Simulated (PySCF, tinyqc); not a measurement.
Coupled-perturbed Hartree-Fock on RHF in the sto-6g basis, for H6, spin multiplicity 1, step by step. The lowest restricted solution is unstable here: a spin-polarised one lies 0.0529 hartree lower (PySCF). One step of it, computed by the program tinyqc.

Task: Iteration 8 (converged): orbitals. Diagonalise F' = X^T F X, C = X C', fill 3 alpha and 3 beta electrons from the bottom; D = 2 C_occ C_occ^T. Each column has its largest component positive (the first on a tie).

converged F (hartree), order 1H 1s, 2H 1s, 3H 1s, 4H 1s, 5H 1s, 6H 1s:
$$\begin{pmatrix}
-0.197067 & -0.397819 & -0.118814 & 0.009847 & 0.003140 & -0.012185 \\
-0.397819 & -0.303746 & -0.392696 & -0.115508 & -0.015937 & 0.003133 \\
-0.118814 & -0.392696 & -0.306477 & -0.394951 & -0.115310 & 0.009787 \\
0.009847 & -0.115508 & -0.394951 & -0.306179 & -0.392177 & -0.118801 \\
0.003140 & -0.015937 & -0.115310 & -0.392177 & -0.303680 & -0.398239 \\
-0.012185 & 0.003133 & 0.009787 & -0.118801 & -0.398239 & -0.197327
\end{pmatrix}$$

X, order 1H 1s, 2H 1s, 3H 1s, 4H 1s, 5H 1s, 6H 1s:
$$\begin{pmatrix}
0.336147 & -0.519167 & 0.610858 & 0.550998 & -0.346993 & 0.174680 \\
-0.748608 & 0.797544 & -0.294601 & 0.154548 & -0.410890 & 0.308409 \\
0.943854 & -0.419452 & -0.450346 & -0.388352 & -0.202346 & 0.370115 \\
-0.942722 & -0.419476 & 0.451363 & -0.388848 & 0.202044 & 0.369947 \\
0.747355 & 0.798755 & 0.293720 & 0.154329 & 0.411247 & 0.308176 \\
-0.336127 & -0.520823 & -0.610422 & 0.550049 & 0.347625 & 0.174740
\end{pmatrix}$$

Give: F' = X^T F X; orbital energies; coefficients C; D after iteration 8.

Result:

F' = X^T F X (hartree):
$$\begin{pmatrix}
0.8161 & 0.0001 & 0.0255 & 0.0001 & -0.0323 & 0.0000 \\
0.0001 & 0.4733 & 0.0000 & -0.0840 & 0.0000 & 0.0042 \\
0.0255 & 0.0000 & 0.1312 & 0.0001 & 0.0003 & 0.0000 \\
0.0001 & -0.0840 & 0.0001 & -0.2731 & 0.0000 & 0.0096 \\
-0.0323 & 0.0000 & 0.0003 & 0.0000 & -0.4920 & 0.0000 \\
0.0000 & 0.0042 & 0.0000 & 0.0096 & 0.0000 & -0.6106
\end{pmatrix}$$

orbital energies (hartree): MO1 -0.6109, MO2 -0.4928, MO3 -0.2821, MO4 0.1302, MO5 0.4827, MO6 0.8178

coefficients C, order 1H 1s, 2H 1s, 3H 1s, 4H 1s, 5H 1s, 6H 1s:
$$\begin{pmatrix}
0.1613 & -0.3394 & 0.4953 & 0.5973 & -0.5764 & 0.3670 \\
0.2987 & -0.4287 & 0.2512 & -0.2675 & 0.7767 & -0.7485 \\
0.3843 & -0.1783 & -0.4207 & -0.4856 & -0.3732 & 0.9310 \\
0.3840 & 0.1780 & -0.4213 & 0.4864 & -0.3727 & -0.9302 \\
0.2983 & 0.4293 & 0.2506 & 0.2669 & 0.7775 & 0.7476 \\
0.1613 & 0.3402 & 0.4945 & -0.5965 & -0.5778 & -0.3671
\end{pmatrix}$$

D after iteration 8, order 1H 1s, 2H 1s, 3H 1s, 4H 1s, 5H 1s, 6H 1s:
$$\begin{pmatrix}
0.7729 & 0.6362 & -0.1717 & -0.4143 & 0.0531 & 0.3109 \\
0.6362 & 0.6723 & 0.1711 & -0.1349 & -0.0639 & 0.0531 \\
-0.1717 & 0.1711 & 0.7130 & 0.5862 & -0.1346 & -0.4134 \\
-0.4143 & -0.1349 & 0.5862 & 0.7132 & 0.1708 & -0.1717 \\
0.0531 & -0.0639 & -0.1346 & 0.1708 & 0.6722 & 0.6362 \\
0.3109 & 0.0531 & -0.4134 & -0.1717 & 0.6362 & 0.7726
\end{pmatrix}$$
